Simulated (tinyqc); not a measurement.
Two-band massive Dirac model of the K valleys, step by step. Values are carried at full precision from step to step, so a last printed digit may differ when a step is redone from the rounded ones.

Basis (conduction, valence): H = [[D/2, a t (tau kx - i ky)], [a t (tau kx + i ky), -D/2 + lam tau sz]], valley tau = +/-1, spin sz = +/-1. The gap of a spin and valley is G = D - lam tau sz. Berry curvature Omega = curl of i<u|grad u>; for the conduction band Omega_c = -tau 2 a^2 t^2 G/(G^2 + 4 a^2 t^2 k^2)^(3/2), and Omega_v = -Omega_c.

Constants: hbar^2/2m0 = 3.80998211 eV angstrom^2.

Inputs chosen for the exercise (near those used for monolayer MoS2; shifted at random, so the results belong to these values and not to a real crystal): a = 3.198 angstrom (lattice constant); D = 1.59 eV (gap parameter); t = 1.03 eV (effective hopping); lam = 0.074 eV (half the valence spin splitting); tau = -1 (valley); sz = -1 (spin); k = (0.014, 0.024) 1/angstrom (wave vector from the valley); h = 0.01 1/angstrom (side of the plaquette).

## Band edges of the four flavours

At k = 0: Ec = D/2, Ev = -D/2 + lam tau sz; mass m/m0 = c G/(a t)^2 for both bands, c = hbar^2/2m0; Omega_c(0) = -2 tau a^2 t^2/G^2.

Edges:
```
tau  sz  Ec (eV)  Ev (eV)  G (eV)  mass (m0)  Omega_c (angstrom^2)
1     1   0.7950  -0.7210  1.5160     0.5323                -9.442
1    -1   0.7950  -0.8690  1.6640     0.5843                -7.837
-1    1   0.7950  -0.8690  1.6640     0.5843                 7.837
-1   -1   0.7950  -0.7210  1.5160     0.5323                 9.442
```

The top of the valence band has spin up at tau = +1 and spin down at tau = -1: spin and valley are locked, with 148 meV between the two valence bands (A and B transitions at 1.516 and 1.664 eV, without exciton binding).

## H at one k

Fill in the matrix and diagonalise: E = lam tau sz/2 -/+ sqrt(G^2/4 + a^2 t^2 k^2).

H (eV), rows c, v and columns alike:
```
[[0.7950, -0.0461-0.0791i],
 [-0.0461+0.0791i, -0.7210]]
```

levels (eV): [-0.7265, 0.8005]

cos(theta) = G/(E+ - E-) = 0.9928

## Curvature, orbital moment and circular dichroism

Omega_c from the formula; orbital moment of both bands m = -tau (a t)^2 G/(c (G^2 + 4 a^2 t^2 k^2)) in Bohr magnetons (charge -e), c = hbar^2/2m0; interband strengths |P+/-|^2 proportional to (1 +/- tau cos(theta))^2 for P+/- = Px +/- i Py, and eta = (|P+|^2 - |P-|^2)/(|P+|^2 + |P-|^2) = 2 tau cos(theta)/(1 + cos^2(theta)).

Omega_c = 9.239 angstrom^2
orbital moment = 1.851 muB
eta = -1.0000

All three change sign with the valley. The selection rule, exact at k = 0, still holds to 100.0 % here.

## The curvature from a plaquette

Corners counter-clockwise around k, from (-h/2, -h/2); upper eigenvector u with its first component real and positive; Omega = -(sum of arg <u_j|u_(j+1)>)/h^2.

Corners:
```
j      kx      ky      u_c                u_v  arg <u_j|u_j+1> (rad)
1  0.0090  0.0190  0.99896  -0.01949+0.04115i               0.000890
2  0.0190  0.0190  0.99831  -0.04107+0.04107i              -0.000885
3  0.0190  0.0290  0.99721  -0.04094+0.06248i              -0.001349
4  0.0090  0.0290  0.99785  -0.01943+0.06260i               0.000421
```

Omega_c from the plaquette = 9.235 angstrom^2

The formula at the centre gives 9.239; the plaquette averages over its area.

## Checks

- Curvature formula against a plaquette of side 1e-4: both 9.2392.
- Eta against the matrix elements of dH/dkx +/- i dH/dky: both -0.99997.

Program tinyqc; command `OMP_NUM_THREADS=1 python tinyqc.py 1481979 1481980 out.jsonl`; about 0.01 s on one thread of a shared Intel(R) Xeon(R) Processor @ 2.30GHz.
